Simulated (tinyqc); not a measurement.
Shallow donor in an anisotropic valley (effective-mass theory): sweeps and comparisons. A value that a table varies takes the place of the one given here.

One valley: H = -c [(d2/dx2 + d2/dy2)/mt + (d2/dz2)/ml] - q/(eps r), c = hbar^2/2m0, q = e^2/(4 pi eps0). Trial function exp(-sqrt((x^2 + y^2)/a^2 + z^2/b^2)) with a > b: T = (c/3)(2/(mt a^2) + 1/(ml b^2)), V = -(q/eps) atan(u/b)/u, u = sqrt(a^2 - b^2). The central cell of the impurity is left out.

Constants: hbar^2/2m0 = 3.80998211 eV angstrom^2; e^2/(4 pi eps0) = 14.39964547 eV angstrom; Ry = 13.60569312 eV; a0 (Bohr radius) = 0.5291772105 angstrom.

Parameters, chosen for this exercise (near those of Ge; the results hold for these values, not for the real material): mt = 0.079 m0 (transverse mass); eps = 15.6 (dielectric constant); xs = (1.3, 1.9, 3.3, 5.7, 12, 22, 79, 190) (ratios ml/mt); ml = 1.54 m0 (longitudinal mass).

## Mass anisotropy

mt and eps fixed, ml varied. Energies in units of Ry*(mt) = Ry mt/eps^2 and lengths in a*(mt) = a0 eps/mt; the last two columns use one mass, 3/(1/ml + 2/mt) or (ml mt^2)^(1/3).

Results:
```
ml/mt   a/a*    b/a  binding  conductivity mass  density-of-states mass
1.30   0.947  0.911    1.089              1.083                   1.091
1.90   0.878  0.796    1.223              1.188                   1.239
3.30   0.796  0.656    1.425              1.303                   1.489
5.70   0.729  0.542    1.629              1.379                   1.786
12.0   0.658  0.418    1.906              1.440                   2.289
22.0   0.613  0.340    2.123              1.467                   2.802
79.0   0.545  0.220    2.537              1.491                   4.291
190    0.514  0.163    2.776              1.496                   5.749
```

The binding grows from 1.09 to 2.78 Ry*(mt); for ml going to infinity the exact problem becomes two-dimensional, with 4 Ry*. The conductivity mass saturates at 1.5 and underbinds, by 15 % at ml/mt = 5.7; the density-of-states mass errs by +10 % there and by +107 % in the last row. With these mt and eps one unit is 4.42 meV.

## What each parameter does

The minimum of the trial energy. Each row changes one parameter from the base and keeps the others.

Results:
```
case           E (meV)  a (angstrom)  b (angstrom)    b/a
base             -9.19         64.92         22.99  0.354
ml = 1.232 m0    -8.84         66.60         25.46  0.382
mt = 0.087 m0    -9.95         59.60         21.81  0.366
eps = 14        -11.41         58.26         20.63  0.354
```

The largest shifts from the base row, up to three for each result and ties (the steps differ in size, so this ranks the rows, not the parameters). E (meV): eps -2.22, mt -0.76, ml +0.35. a (angstrom): eps -6.66, mt -5.32, ml +1.68. b (angstrom): ml +2.48, eps -2.36, mt -1.17. b/a: ml +0.028, mt +0.012; unchanged at the printed digits by eps. eps only rescales the solution (E as 1/eps^2, lengths as eps), so b/a depends on ml/mt alone.

Program tinyqc; command `OMP_NUM_THREADS=1 python tinyqc.py 1252641 1252642 out.jsonl`; about 0.01 s on one thread of a shared Intel(R) Xeon(R) Processor @ 2.30GHz.
